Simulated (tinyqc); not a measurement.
# Worked calculation: minority carriers and saturation current of a heavily doped emitter

tinyqc, about 0.01 s, one thread, Intel Xeon 2.30GHz (shared host): `OMP_NUM_THREADS=1 python tinyqc.py 2330151 2330152 out.jsonl` Printed values are rounded.

n-type, parabolic bands, full ionisation. eta = (EF - Ec)/kB T solves N = Nc F12(eta), F12(x) = (2/sqrt(pi)) int_0^infinity sqrt(u)/(1 + exp(u - x)) du. The gap shrinks rigidly by dEg = a3 y^(1/3) + a4 y^(1/4) + a2 y^(1/2), y = N/1e18 cm^-3, an empirical law that is here taken as the true narrowing.

Inputs (values chosen for the exercise); band and dielectric values close to those of silicon: temperature T = 350 K; band gap Eg = 1.13 eV; conduction-band density of states at 350 K Nc = 3.49e19 cm^-3; valence-band density of states at 350 K Nv = 3.34e19 cm^-3; ionised donor density N = 1.2e19 cm^-3; coefficient of (N/1e18)^(1/3) a3 = 9.2 meV; coefficient of (N/1e18)^(1/4) a4 = 8 meV; coefficient of (N/1e18)^(1/2) a2 = 1.7 meV; minority-hole mobility mup = 190 cm^2/(V s); Auger coefficient Cn = 3.4e-31 cm^6/s; defect lifetime ts = 0.065 us; emitter width W = 520 nm; recombination velocity at the contact S = 2200 cm/s.

Constants: q = 1.602176634e-19 C, kB = 1.380649e-23 J/K, Vt = kB T/q. Results are converted to the units shown.

Range of the model: Band tails, non-parabolic bands and incomplete ionisation are left out.

## Iteration 1: Fermi level

eta at the start (Boltzmann value) = -1.0676

Newton step on ln F12(eta) = ln(N/Nc): eta(new) = eta - ln(Nc F12/N) F12/Fm, Fm(x) = dF12/dx = (1/sqrt(pi)) int_0^infinity u^(-1/2)/(1 + exp(u - x)) du.

F12 = 0.308452
Fm = 0.278355
eta after iteration 1 = -0.947249

## Course of the iteration

Stop when eta changes by less than 1e-9.

Course of the iteration:
```
iteration	eta	change
1	-0.947249	0.120
2	-0.946594	6.55e-4
3	-0.946594	2.04e-8
4	-0.946594	< 1e-13
```

Converged in 4 iterations.

## Effective intrinsic density

converged eta = -0.946594

ni = sqrt(Nc Nv) exp(-Eg/(2 Vt)), Eg in volts; degeneracy factor g = F12(eta) exp(-eta); nie^2 = ni^2 exp(dEg/kB T) g, p0 = nie^2/N; apparent narrowing dEg + kB T ln g.

ni = 2.49830e11 cm^-3
dEg = 41.8414 meV
g = 0.886046
apparent narrowing = 38.1924 meV
nie = 4.70562e11 cm^-3
p0 = 18452.4 cm^-3

Narrowing multiplies p0 by 4.00 and degeneracy by 0.886.

## Saturation current

1/tau = Cn N^2 + 1/ts, D = mup Vt, L = sqrt(D tau); J0 = (q p0 D/L)(s + tanh(W/L))/(1 + s tanh(W/L)), s = S L/D; the share recombining inside is 1 - 1/[cosh(W/L)(1 + tanh(W/L)/s)].

tau = 15.5413 ns
L = 2984.29 nm
s = 0.114570
J0 = 15981.2 fA/cm^2
share recombining inside = 60.6887 %

Bulk and contact share the loss.
